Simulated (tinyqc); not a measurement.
Inside a calculation. Method: sp3 tight binding, zinc-blende lattice. Computed by tinyqc, a small Python program that keeps every step. Command: `OMP_NUM_THREADS=1 python tinyqc.py 20787 20788 out.jsonl` (the two numbers bound the seeds that draw the settings). One thread of a shared host (Intel(R) Xeon(R) Processor @ 2.60GHz), about 0.01 s of CPU time with the checks.

## Bloch Hamiltonian at k

Parameters chosen for this model: zinc-blende lattice, anion at 0, cation at a/4 (1,1,1); V = eta hbar^2 / (m d^2), hbar^2/m = 7.619964 eV angstrom^2:
```
parameter          value      unit
a               3.890000  angstrom
d               1.684419  angstrom
Es anion      -14.010000        eV
Ep anion       -6.670000        eV
Es cation     -14.010000        eV
Ep cation      -6.670000        eV
eta ss         -1.320000
eta sp          1.420000
eta pp sigma    2.220000
eta pp pi      -0.630000
V ss           -3.545083        eV
V sp            3.813650        eV
V pp sigma      5.962185        eV
V pp pi        -1.691971        eV
```

k point k (2 pi / a): [0.10000, 0.02000, 0.53000]

Slater-Koster rules over the four bonds with direction cosines (l, m, n): ss V_ss; s-px l V_sp; px-s -l V_sp; px-px l^2 V_pps + (1 - l^2) V_ppp; px-py l m (V_pps - V_ppp); each times exp(i k.d).

H(k) at k (eV), order a s, a px, a py, a pz, c s, c px, c py, c pz:
```
[[-14.01000, 0.00000, 0.00000, 0.00000, -9.42139+0.05154i, -0.20209+0.92679i, -1.01853+0.18389i, -0.02913+6.43074i],
 [0.00000, -6.67000, 0.00000, 0.00000, 0.20209-0.92679i, 2.28397-0.01249i, -0.03375+7.45172i, -1.18024+0.21309i],
 [0.00000, 0.00000, -6.67000, 0.00000, 1.01853-0.18389i, -0.03375+7.45172i, 2.28397-0.01249i, -0.23418+1.07393i],
 [0.00000, 0.00000, 0.00000, -6.67000, 0.02913-6.43074i, -1.18024+0.21309i, -0.23418+1.07393i, 2.28397-0.01249i],
 [-9.42139-0.05154i, 0.20209+0.92679i, 1.01853+0.18389i, 0.02913+6.43074i, -14.01000, 0.00000, 0.00000, 0.00000],
 [-0.20209-0.92679i, 2.28397+0.01249i, -0.03375-7.45172i, -1.18024-0.21309i, 0.00000, -6.67000, 0.00000, 0.00000],
 [-1.01853-0.18389i, -0.03375-7.45172i, 2.28397+0.01249i, -0.23418-1.07393i, 0.00000, 0.00000, -6.67000, 0.00000],
 [-0.02913-6.43074i, -1.18024-0.21309i, -0.23418-1.07393i, 2.28397+0.01249i, 0.00000, 0.00000, 0.00000, -6.67000]]
```

## Levels at k

Diagonalise the Hermitian matrix.

eigenvalues (eV): [-25.47802, -14.86387, -14.63793, -13.45629, -2.21049, -0.19425, 1.19839, 1.60246]

weights |c|^2 of the basis functions, order a s, a px, a py, a pz, c s, c px, c py, c pz:
```
[[0.45544, 0.04524, 0.00401, 0.11900, 0.04129, 0.28875, 0.00149, 0.04478],
 [0.00139, 0.23209, 0.19044, 0.07564, 0.00495, 0.01952, 0.31495, 0.16101],
 [0.00018, 0.17921, 0.29766, 0.01719, 0.00385, 0.07503, 0.18348, 0.24340],
 [0.04298, 0.04347, 0.00789, 0.28816, 0.44991, 0.11670, 0.00008, 0.05081],
 [0.45544, 0.04524, 0.00401, 0.11900, 0.04129, 0.28875, 0.00149, 0.04478],
 [0.00139, 0.23209, 0.19044, 0.07564, 0.00495, 0.01952, 0.31495, 0.16101],
 [0.00018, 0.17921, 0.29766, 0.01719, 0.00385, 0.07503, 0.18348, 0.24340],
 [0.04298, 0.04347, 0.00789, 0.28816, 0.44991, 0.11670, 0.00008, 0.05081]]
```

## Bloch Hamiltonian at G

k point G (2 pi / a): [0, 0, 0]

As before.

H(k) at G (eV), order a s, a px, a py, a pz, c s, c px, c py, c pz:
```
[[-14.01000, 0.00000, 0.00000, 0.00000, -14.18033, 0.00000, 0.00000, 0.00000],
 [0.00000, -6.67000, 0.00000, 0.00000, 0.00000, 3.43766, 0.00000, 0.00000],
 [0.00000, 0.00000, -6.67000, 0.00000, 0.00000, 0.00000, 3.43766, 0.00000],
 [0.00000, 0.00000, 0.00000, -6.67000, 0.00000, 0.00000, 0.00000, 3.43766],
 [-14.18033, 0.00000, 0.00000, 0.00000, -14.01000, 0.00000, 0.00000, 0.00000],
 [0.00000, 3.43766, 0.00000, 0.00000, 0.00000, -6.67000, 0.00000, 0.00000],
 [0.00000, 0.00000, 3.43766, 0.00000, 0.00000, 0.00000, -6.67000, 0.00000],
 [0.00000, 0.00000, 0.00000, 3.43766, 0.00000, 0.00000, 0.00000, -6.67000]]
```

## Levels at G

As before.

eigenvalues (eV): [-28.19033, -10.10766, -10.10766, -10.10766, -3.23234, -3.23234, -3.23234, 0.17033]

## Bands along a path

The same steps at evenly spaced points between the labelled ones.

Bands along the path (eV):
```
k            band 1     band 2     band 3     band 4    band 5    band 6    band 7   band 8
L         -23.40659  -19.70645  -13.49160  -13.49160  -2.37010   0.15160   0.15160  4.12314
L-G 0.25  -24.67363  -18.04760  -13.10817  -13.10817  -2.13529  -0.23183  -0.23183  3.49652
L-G 0.50  -26.46790  -15.04257  -12.07147  -12.07147  -1.69163  -1.26853  -1.26853  1.84210
L-G 0.75  -27.73729  -11.87217  -10.78116  -10.78116  -2.55884  -2.55884  -2.10815  0.35760
G         -28.19033  -10.10766  -10.10766  -10.10766  -3.23234  -3.23234  -3.23234  0.17033
G-X 0.25  -27.58249  -11.70386  -11.70386  -10.97454  -3.02245  -1.63614  -1.63614  0.21948
G-X 0.50  -25.83307  -14.28481  -14.28481  -13.27478  -2.44315   0.19100   0.94481  0.94481
G-X 0.75  -23.15584  -16.42680  -16.19002  -16.19002  -1.63520  -0.14215   2.85002  2.85002
X         -19.88130  -19.88130  -16.87554  -16.87554  -0.79870  -0.79870   3.53554  3.53554
X-W 0.25  -19.88130  -19.88130  -16.87554  -16.87554  -0.79870  -0.79870   3.53554  3.53554
X-W 0.50  -19.88130  -19.88130  -16.87554  -16.87554  -0.79870  -0.79870   3.53554  3.53554
X-W 0.75  -19.88130  -19.88130  -16.87554  -16.87554  -0.79870  -0.79870   3.53554  3.53554
W         -19.88130  -19.88130  -16.87554  -16.87554  -0.79870  -0.79870   3.53554  3.53554
```

With 4 band(s) filled, the highest filled level on these points lies at G and the lowest empty one at G: a gap of 6.8753 eV, direct.
